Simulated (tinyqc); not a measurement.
Changing the length L: thermal, flicker and telegraph noise of a field-effect transistor. Computed by tinyqc, a small Python program. Command: `OMP_NUM_THREADS=1 python tinyqc.py 3004335 3004336 out.jsonl noise sweep`. One thread of a shared host (Intel(R) Xeon(R) Processor @ 2.30GHz), about 0.01 s of CPU time with the checks.

Strong inversion, threshold roll-off and channel-length modulation left out; noise sources are uncorrelated and are given as one-sided spectral densities.

Inputs (values chosen for the exercise, modelled on a high-k silicon transistor):
```
quantity                                   value         unit
width W                                       12   micrometre
electrical oxide thickness t                 1.3           nm
mobility mu                                  130   cm^2/(V s)
saturation velocity v_s                     0.81     1e7 cm/s
overdrive V_ov                              0.78            V
thermal noise factor gamma                  0.93            -
oxide trap density N_t                   6.1e+16  1/(eV cm^3)
oxide barrier phi                            2.9           eV
oxide mass m_ox                             0.47          m_0
Coulomb scattering coefficient alpha_sc     5500        V s/C
frequency f                                 6000           Hz
temperature T                                300            K
```

Operating region: saturation. Flicker model: number with correlated mobility.

Constants: eps_0 = 8.8541878128e-12 F/m; hbar = 1.054571817e-34 J s; m_0 = 9.1093837015e-31 kg; e = 1.602176634e-19 C; k_B = 8.617333262e-05 eV/K; k_B = 1.380649e-23 J/K.

Method:
- C_ox = 3.9 eps_0/t; V_c = 2 v_s L/mu; I = W C_ox v_s V_ov^2/(V_ov + V_c); g_m = W C_ox v_s V_ov (V_ov + 2 V_c)/(V_ov + V_c)^2; g_d0 = mu C_ox (W/L) V_ov.
- Tunnelling length lambda = hbar/(2 sqrt(2 m_ox phi)); flat-band noise S_Vfb = e^2 k_B T lambda N_t/(W L C_ox^2 f). S_I = g_m^2 S_Vfb (1 + alpha_sc mu C_ox I/g_m)^2.
- Thermal: S_I = 4 k_B T gamma g_d0; input-referred S_V = S_I/g_m^2; corner f_c where flicker equals thermal.
- Total input noise from 1 Hz to f_c: sqrt(S_V,thermal [f_c ln(f_c/1 Hz) + f_c - 1 Hz]).
- Active traps per decade of time constant: N_dec = N_t k_B T W L lambda ln(10); a single trap at the interface shifts the threshold by e/(W L C_ox) and the current by g_m times that; tunnelling depth for frequency f, z = lambda ln(1/(2 pi f tau_0)), tau_0 = 1e-10 s.

One run for each value; columns: (1) length L (nm); (2) corner frequency f_c (Hz); (3) input-referred thermal noise (nV/sqrt(Hz)); (4) g_m (microsiemens); (5) traps per decade; (6) threshold step of one trap (mV):
```
(1)         (2)    (3)    (4)        (5)        (6)
15    2.491e+07  2.318  24854  5.464e-02  3.351e-02
31    1.893e+07  1.744  22986  1.129e-01  1.621e-02
64    1.167e+07  1.451  19220  2.331e-01  7.854e-03
130   5.630e+06  1.393  14055  4.735e-01  3.866e-03
270   2.055e+06  1.543   8804  9.835e-01  1.862e-03
570   5.992e+05  1.925   4857  2.076e+00  8.818e-04
1200  1.549e+05  2.580   2496  4.371e+00  4.189e-04
2400  4.128e+04  3.515   1296  8.742e+00  2.094e-04
5000  9.841e+03  4.974    634  1.821e+01  1.005e-04
```

Describe and explain the trends.

Over the rows, corner frequency f_c (Hz) falls from 2.49e7 to 9840 (exponent d ln y / d ln x -0.38 between the first rows and -2.0 between the last); input-referred thermal noise (nV/sqrt(Hz)) goes from 2.32 through a minimum among these rows, 1.39 at 130, to 4.97; g_m (microsiemens) falls from 24900 to 634 (exponent d ln y / d ln x -0.11 between the first rows and -0.97 between the last). At the high end the exponent of corner frequency f_c is -1.95, close to -2: without velocity saturation the corner scales with L like f_T.

Caution (rows 15.0, 31.0, 64.0, 130, 270): fewer than one trap per decade of time constant is active, so one device shows telegraph steps and the 1/f law is only a mean over many devices.

Extremes, crossings and ranges named in words are read from the listed rows.
